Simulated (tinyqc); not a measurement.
Worked calculation: hydrogenic donor in a hard-walled well (variational). Values are carried at full precision from step to step, so a last printed digit may differ when a step is redone from the rounded ones.

Constants: Ry = 13.60569312 eV; a0 (Bohr radius) = 0.5291772105 angstrom; hbar^2/2m0 = 3.80998211 eV angstrom^2; e^2/(4 pi eps0) = 14.39964547 eV angstrom.

Inputs chosen for the exercise (near those of GaAs; shifted at random, so the results belong to these values and not to a real crystal):
- m = 0.064 m0 (mass)
- eps = 13.2 (dielectric constant)
- L = 366 angstrom (well width)
- zi = 0 angstrom (position of the donor from the centre)
- lam = 121 angstrom (trial length)
- lams = (62, 79, 95, 112, 135, 163, 202) angstrom (trial lengths)

## Bulk donor

Ry* = Ry m/eps^2, a* = a0 eps/m, and the subband energy c (pi/L)^2/m with c = hbar^2/2m0.

Ry* = 4.997 meV
a* = 109.14 angstrom
subband energy = 4.39 meV

## One trial length

Trial function cos(pi z/L) exp(-r/lam), r measured from the donor at zi, walls at +/- L/2, one eps everywhere. Counted from the lowest subband, E(lam) = c/(m lam^2) - (q/eps) I0/I1, with I0 the integral of cos^2(pi z/L) exp(-2|z - zi|/lam) over the well and I1 the same with the factor (|z - zi| + lam/2); c = hbar^2/2m0, q = e^2/(4 pi eps0). The binding energy is -E at the minimum.

Evaluate I0, I1 and both terms.

I0 = 88.080 angstrom
I1 = 8462.3 angstrom^2
kinetic term = 4.066 meV
Coulomb term = -11.354 meV
E = -7.288 meV

## Scan and minimum

E for each trial length, then the minimum.

Scan:
```
lam (angstrom)  kinetic (meV)  Coulomb (meV)  E (meV)
62                     15.487        -19.506   -4.019
79                      9.539        -15.941   -6.402
95                      6.596        -13.737   -7.141
112                     4.746        -12.062   -7.316
135                     3.266        -10.427   -7.161
163                     2.241         -9.010   -6.770
202                     1.459         -7.626   -6.167
```

best lam = 112.3 angstrom
binding energy = 7.32 meV
in Ry* = 1.464

At L = 3.35 a* this donor is bound more strongly than in the bulk.

## Checks

- Binding at the centre of a very wide well (200 a*) against Ry*, meV: both 5.00.
- Binding in a very thin well (a*/2000) against 4 Ry*, meV: both 20.0.

(tinyqc, `OMP_NUM_THREADS=1 python tinyqc.py 1281652 1281653 out.jsonl`, Intel(R) Xeon(R) Processor @ 2.30GHz, 1 thread, shared host, about 0.01 s.)
